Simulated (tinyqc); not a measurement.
Tersoff bond-order potential: one step, computed by the program tinyqc.

E = (1/2) sum_(i, j != i) [A exp(-lambda r_ij) - b_ij B exp(-mu r_ij)], b_ij = (1 + (beta zeta_ij)^n)^(-1/(2n)), zeta_ij = sum_(k != i, j) g(theta_ijk), g = 1 + c^2/d^2 - c^2/(d^2 + (h - cos theta)^2), with theta at atom i. Only nearest neighbours count (cut-off function 1 for them, 0 beyond).

Question. The diamond lattice. zeta = 3 g(cos theta = -1/3). With z equal bonds of order b, r = ln(lambda A/(mu b B))/(lambda - mu) and E per atom = -(z/2) b B exp(-mu r)(1 - mu/lambda). a0 = 4 r/sqrt3; B0 = phi''(r)/(3 a0) with phi'' = mu (lambda - mu) b B exp(-mu r), since b does not change under uniform scaling.

Inputs (values chosen for the exercise, modelled on carbon): A = 1394.7 eV; B = 340.93 eV; lambda = 3.4879 1/angstrom; mu = 2.2119 1/angstrom; beta = 1.57e-07; n = 0.7281; c = 37980; d = 4.396; h = -0.5524.

Constants: 1 eV/angstrom^3 = 160.2176634 GPa.

Give: zeta; bond order b; bond length; energy per atom of the diamond lattice; lattice constant a0; bulk modulus B0.

Answer.

zeta = 5.547e+05

bond order b = 0.8983

bond length = 1.545 angstrom

energy per atom of the diamond lattice = -7.348 eV

lattice constant a0 = 3.568 angstrom

bulk modulus B0 = 424.2 GPa
